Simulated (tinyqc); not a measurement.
Do the excited 1s states matter for ionisation? Model: valley-orbit splitting of a donor ground state, with strain. Computed by tinyqc, a small Python program. Command: `OMP_NUM_THREADS=1 python tinyqc.py 3026532 3026533 out.jsonl valleyorbit walk`. One thread of a shared host (Intel(R) Xeon(R) Processor @ 2.30GHz), about 0.01 s of CPU time with the checks.

The basis is the 1s envelope in each valley; energies are counted from the unstrained conduction-band edge. The strain is e_s (a a^T - 1/3) for the unit stress axis a, so valley j along n_j moves by Xi_u e_s w_j with w_j = (n_j.a)^2 - 1/3: +1/6 for x and y, -1/3 for z. The splitting at the zone boundary that a [110] shear adds for <100> valleys is left out.

Inputs (values chosen for the exercise, modelled on donors in silicon):

| quantity | value | unit |
|---|---|---|
| single-valley binding energy E_0 | 31.9 | meV |
| central-cell shift Lambda | 2.97 | meV |
| coupling Delta_1 | 2.03 | meV |
| coupling Delta_2 | 1.7 | meV |
| shear deformation potential Xi_u | 8.79 | eV |
| donor density N_D | 7.6e+15 | cm^-3 |
| density-of-states mass of one valley m_e | 0.335 | m_0 |

Valleys: six along <100>. Stress axis: [110].

Constants: k_B = 8.617333262e-05 eV/K; m_0 = 9.1093837015e-31 kg; k_B = 1.380649e-23 J/K; h = 6.62607015e-34 J s.

Method:
- By symmetry: E(A1) = E_0 + Lambda + 4 Delta_1 + Delta_2 (one state), E(T2) = E_0 + Lambda - Delta_2 (three), E(E) = E_0 + Lambda - 2 Delta_1 + Delta_2 (two), as binding energies.
- H_jj = -(E_0 + Lambda) + Xi_u e_s w_j; H_jk = -Delta_2 between opposite valleys and -Delta_1 between perpendicular ones.
- z = sum over levels of exp(-(E - E_ground)/k_B T), the ground-state share being 1/z; N_c = 2 (2 pi m_e k_B T/h^2)^(3/2) sum_j exp(-(shift_j - lowest shift)/k_B T); n1 = N_c/(2 z) exp(-binding/k_B T), binding = lowest shift - E_ground; without compensation n = 2 N_D/(1 + sqrt(1 + 4 N_D/n1)) (Boltzmann statistics; p and higher states left out).
- No strain here. The last two columns set z = 1, with the A1 depth, or use one level at E_0 with z equal to the number of valleys.

E(A1) = 44.69 meV

Ionised share:

| T (K) | z | all 1s states | ground state alone | no splitting |
|---|---|---|---|---|
| 26 | 1.0263 | 3.2219e-04 | 3.2639e-04 | 2.3111e-03 |
| 43 | 1.2087 | 2.2083e-02 | 2.4251e-02 | 5.4737e-02 |
| 65 | 1.6110 | 1.8344e-01 | 2.2660e-01 | 2.7963e-01 |
| 94 | 2.1682 | 5.3737e-01 | 6.6915e-01 | 6.3334e-01 |
| 130 | 2.7471 | 8.1854e-01 | 9.1708e-01 | 8.6024e-01 |
| 210 | 3.6076 | 9.6473e-01 | 9.8971e-01 | 9.7070e-01 |
| 350 | 4.3831 | 9.9216e-01 | 9.9819e-01 | 9.9296e-01 |

z grows from 1.026 to 4.38 of at most 6. Leaving out the excited states overstates the ionised share by up to 24.5 % (at 94.0 K); ignoring the splitting misses by a factor 7.17 at the lowest T and 1.00 at the highest.

Extremes, crossings and ranges named in words are read from the listed rows.
